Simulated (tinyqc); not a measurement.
Raising U: Hubbard chain of 4 sites, mean field against exact. Computed by the program tinyqc. Command: `OMP_NUM_THREADS=1 python tinyqc.py 112775 112776 out.jsonl`; one thread of a shared host (Intel(R) Xeon(R) Processor @ 2.60GHz), about 5 s.

one-body matrix (hopping and site energies) (eV):
```
,1,2,3,4
1,0.0000,-1.0600,0.0000,0.0000
2,-1.0600,0.0000,-1.0600,0.0000
3,0.0000,-1.0600,0.0000,-1.0600
4,0.0000,0.0000,-1.0600,0.0000
```

electrons, up and down: 2  2

Collinear unrestricted mean field (the lowest of 40 random starts) against exact diagonalisation.

Exact and mean-field results (eV):
```
U,U/t,E exact,E mean field,mean |n_up - n_down|,"double occupancy, exact",first gap in the sector
0.530,0.500,-4.23797,-4.21046,0.000,0.224,1.163
1.060,1.000,-3.78989,-3.68046,0.000,0.199,1.037
2.120,2.000,-3.04850,-2.64686,0.393,0.152,0.836
3.180,3.000,-2.48827,-1.95251,0.697,0.114,0.686
4.240,4.000,-2.07033,-1.52038,0.820,0.085,0.573
6.360,6.000,-1.51785,-1.03986,0.918,0.049,0.421
8.480,8.000,-1.18420,-0.78659,0.953,0.031,0.329
12.720,12.000,-0.81415,-0.52753,0.979,0.015,0.227
21.200,20.000,-0.49674,-0.31747,0.993,0.006,0.138
```

In absolute terms mean field is worst at U/t = 4.0, 0.550 eV too high: at small U it is nearly exact, and at large U it misses only exchange-scale energies. Its local moments set in at U/t = 2.0 of those listed, a broken symmetry that the exact state of a finite cluster with equal spins does not have. Relative to the exact energy its error is 0.6 % at the smallest U, 36 % at most and 36 % at the largest. The double occupancy falls from 0.224 to 0.006; at the largest U the first gap is 0.65 times the exchange scale 4t^2/U.
